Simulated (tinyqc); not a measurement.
When the interface binds a state: heterojunction of two tight-binding chains.

Left chain: hopping -t1, sites at 2 t1 (band bottom 0). Right chain: hopping -t2, sites at dE + 2 t2 (bottom dE). t = c/(m a^2), c = hbar^2/2m0. The bond across the interface is -tc with tc = f sqrt(t1 t2), and the last left site has the extra energy U. In a chain E = bottom + 2t (1 - cos(ka)); the surface Green function of a half chain is g = -exp(ika)/t, with Im k > 0 where cos(ka) > 1.

Constants: hbar^2/2m0 = 3.80998211 eV angstrom^2.

Parameters, chosen for this exercise (masses and offset of the size met at InAs / GaSb; shifted at random, so the results belong to these values and not to a real crystal):
- a = 5.65 angstrom (site spacing)
- m1 = 0.024 m0 (mass on the left)
- m2 = 0.043 m0 (mass on the right)
- dE = 0.85 eV (band offset)
- f = 0.77 (factor on the interface hopping)

A state below both bands solves E - 2 t1 - U - S1(E) - S2(E) = 0 for E < 0, with S1 = -t1 z1, S2 = -(tc^2/t2) z2 and |z| < 1 the decaying root of z + 1/z = 2 - (E - bottom)/t. Decay lengths -a/ln|z|. The threshold is the U that solves the equation at E = 0. A dash: no bound state.

Interface state:
```
U (eV)   E (eV)  decay left (angstrom)  decay right (angstrom)
-0.98         -                      -                       -
-1.96         -                      -                       -
-2.94         -                      -                       -
-3.59   -0.0187                   92.2                    10.2
-4.25   -0.1416                   33.5                     9.6
-5.23   -0.4599                   18.7                     8.4
-6.53   -1.0526                   12.4                     7.0
-9.80   -3.1048                    7.3                     5.0
```

threshold U = -3.2660 eV

What can be read from this table?

The step and the weakened interface bond push the state out, so an attraction must exceed 3.2660 eV to bind; 5 of the 8 rows are bound. At U = -9.8 eV the state decays over 7.3 angstrom to the left and 5.0 to the right, where the band lies higher.

(tinyqc, `OMP_NUM_THREADS=1 python tinyqc.py 1482015 1482016 out.jsonl`, Intel(R) Xeon(R) Processor @ 2.30GHz, 1 thread, shared host, about 0.01 s.)
